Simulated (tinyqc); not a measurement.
The weight eta from points of equal mobility.

Inverse problem. If the mobility depends on E = q (Ndep + eta Ns)/(eps0 eps_r) alone, two points of equal mobility on its falling branch have equal E. Find eta and E.

Inputs (values chosen for the exercise):
```
symbol,value,unit,meaning
eps_r,11.7,,relative permittivity of the semiconductor
```

Constants: q = 1.602176634e-19 C, eps0 = 8.8541878128e-14 F/cm where lengths are in cm. Results are converted to the units shown.

Ndep at two body biases (cm^-2): 1.2243408e12  2.0051642e12
Ns at which the mobility is the same (cm^-2): 6.9e12  4.8978886e12

Solution. eta is the ratio of the differences of Ndep and Ns.

eta = 0.390
E = 0.606 MV/cm

Program tinyqc, `OMP_NUM_THREADS=1 python tinyqc.py 2510145 2510146 out.jsonl`; Intel Xeon 2.30GHz, shared host, one thread, about 0.01 s.
